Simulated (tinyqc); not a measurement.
The basis set: RHF and MP2 along a ladder of basis sets, for H3+, spin multiplicity 1. Computed by the program tinyqc with PySCF. 

Geometry (angstrom):
```
atom       x       y       z
H     0.0000  0.0000  0.0000
H     0.0000  0.0000  0.7900
H     0.0000  0.6840  0.3950
```

Same geometry throughout; the dipole is taken about the origin.

RHF and frozen-core MP2 in a ladder of bases:
```
basis        functions  E(RHF) (hartree)  E(MP2 corr) (hartree)  HOMO (eV)  LUMO (eV)  dipole (debye)
sto-3g               3         -1.208258              -0.015857   -35.1569     0.4691          2.1905
3-21g                6         -1.266433              -0.021465   -34.7765    -4.2610          2.1905
6-31g                6         -1.270960              -0.021341   -34.8158    -4.4567          2.1905
6-31g**             15         -1.289193              -0.030226   -34.7801    -4.4060          2.1905
cc-pvdz             15         -1.283084              -0.027931   -34.7540    -4.7254          2.1905
aug-cc-pvdz         27         -1.283541              -0.028424   -34.7481    -5.0595          2.1905
cc-pvtz             42         -1.293658              -0.033677   -34.8052    -4.8666          2.1905
```

From cc-pVDZ to cc-pVTZ the RHF energy falls by 10.6 mhartree and the correlation energy by 5.7. If valence correlation converges as X^-3, (27 E(T) - 8 E(D))/19 gives -0.0361 hartree, a rough estimate from such small X that usually falls short; STO-3G holds about 44 % of it. Beyond STO-3G the LUMO moves by 0.8 eV and the HOMO by 0.1 eV.
